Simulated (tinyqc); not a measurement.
From one set of inputs to another, one input at a time: heavy doping: band filling, gap narrowing, band tails and the effective intrinsic density. Computed by tinyqc, a small Python program. Command: `OMP_NUM_THREADS=1 python tinyqc.py 3031398 3031399 out.jsonl gapnarrow ladder`. One thread of a shared host (Intel(R) Xeon(R) Processor @ 2.30GHz), about 0.05 s of CPU time with the checks.

An n-type crystal above its Mott density, with all dopants ionised: n = N_D - N_A, ionised centres N_I = N_D + N_A. Valleys are taken as spherical with mass m_e.

The inputs printed are set A. Set A is modelled on silicon; the values taken over come from a set modelled on germanium. Inputs not listed in the table keep their values of set A, so the rows need not describe a real material.

Inputs (values chosen for the exercise, modelled on silicon):

| quantity | value | unit |
|---|---|---|
| gap E_g | 1.14 | eV |
| electron mass m_e | 0.337 | m_0 |
| valleys M_c | 6 | - |
| hole mass m_h | 0.805 | m_0 |
| dielectric constant eps | 11.4 | - |
| donor density N_D | 1.2e+20 | cm^-3 |
| compensation ratio N_A/N_D | 0 | - |
| temperature T | 400 | K |

Conduction band: parabolic.

Constants: a_0 = 0.529177210903 angstrom; Ry = 13.605693123 eV; k_B = 8.617333262e-05 eV/K; hbar^2/(2 m_0) = 3.80998212 eV angstrom^2; e = 1.602176634e-19 C; eps_0 = 8.8541878128e-12 F/m; e^2/(4 pi eps_0) = 14.39964548 eV angstrom.

Method:
- n = N_D (1 - ratio); Ry* = Ry m_e/eps^2, a* = a_0 eps/m_e; r_s = (3/(4 pi n))^(1/3)/a*; k_F = (3 pi^2 n/M_c)^(1/3); Mott density (0.26/a*)^3.
- n = M_c (1/(2 pi^2)) (m_e/(hbar^2/2m_0))^(3/2) int sqrt(E) f dE, f = 1/(1 + exp((E - E_F)/k_B T)); trapezoid rule in t = sqrt(E/k_B T), step 0.02 up to 12; E_F by bisection from the band edge.
- At T = 0, E_F = (hbar^2/2m_0) k_F^2/m_e; dn/dE_F uses f (1 - f)/k_B T in place of f.
- Screening: q^2 = (e/(eps eps_0)) dn/dE_F. Exchange lowers the conduction band by (1/pi) k_F e^2/(4 pi eps_0 eps) (T = 0 Hartree-Fock at k_F, taken as a rigid shift). Screening raises the valence band by (q/2) e^2/(4 pi eps_0 eps) (static Coulomb hole). The narrowing is the sum; electron correlation and carrier-ion shifts are left out. Root-mean-square potential of randomly placed ions: V_rms = (e^2/(4 pi eps_0 eps)) sqrt(2 pi N_I/q).
- n p/n_i^2 = exp(narrowing/k_B T) x (n/N) exp(-E_F/k_B T), N being the limit of n exp(-E_F/k_B T) far below the edge (taken at E_F = -12 k_B T); apparent narrowing = k_B T ln(n p/n_i^2).

Each row keeps all changes above it:

| input moved | from | to | E_F above the band edge (meV) | screening length 1/q (angstrom) | apparent narrowing (meV) |
|---|---|---|---|---|---|
| set A | - | - | 64.7 | 5.823 | 111.1 |
| gap E_g (eV) | 1.14 | 0.651 | 64.7 | 5.823 | 111.1 |
| dielectric constant eps | 11.4 | 16.3 | 64.7 | 6.963 | 55.9 |
| donor density N_D (cm^-3) | 1.2e+20 | 9.3e+19 | 49.1 | 7.505 | 56.2 |
| hole mass m_h (m_0) | 0.805 | 0.329 | 49.1 | 7.505 | 56.2 |
| temperature T (K) | 400 | 150 | 65.1 | 6.711 | 50.7 |
| electron mass m_e (m_0) | 0.337 | 0.212 | 105.6 | 8.363 | 6.2 |

Where does the difference come from?

E_F above the band edge goes from 64.7 to 106, a factor 1.63 in all. The largest single move comes from electron mass m_e (a factor 1.62), and donor density N_D works against it (a factor 0.759). Screening length 1/q goes from 5.82 to 8.36, a factor 1.44 in all. The largest single move comes from electron mass m_e (a factor 1.25), and temperature T works against it (a factor 0.894). Apparent narrowing goes from 111 to 6.18, a factor 0.0557 in all. The largest single move comes from electron mass m_e (a factor 0.122). The single moves hold for this order of the switches; the total does not depend on the order.

Caution (rows set A, gap E_g, donor density N_D, hole mass m_h): V_rms exceeds both E_F and k_B T, so band tails reshape the edge. Caution (all rows): the screening length is well below a*, where static Thomas-Fermi screening overstates the Coulomb hole. Caution (rows set A, gap E_g, dielectric constant eps, donor density N_D, hole mass m_h): E_F is less than 2 k_B T above the edge: the T = 0 exchange term overstates the shift, and an absorption edge at k_F has no meaning. Caution (rows electron mass m_e): E_F exceeds a tenth of the gap, so the parabolic band overstates it, by tens of per cent once E_F nears E_g; higher valleys may fill as well.

Extremes, crossings and ranges named in words are read from the listed rows.
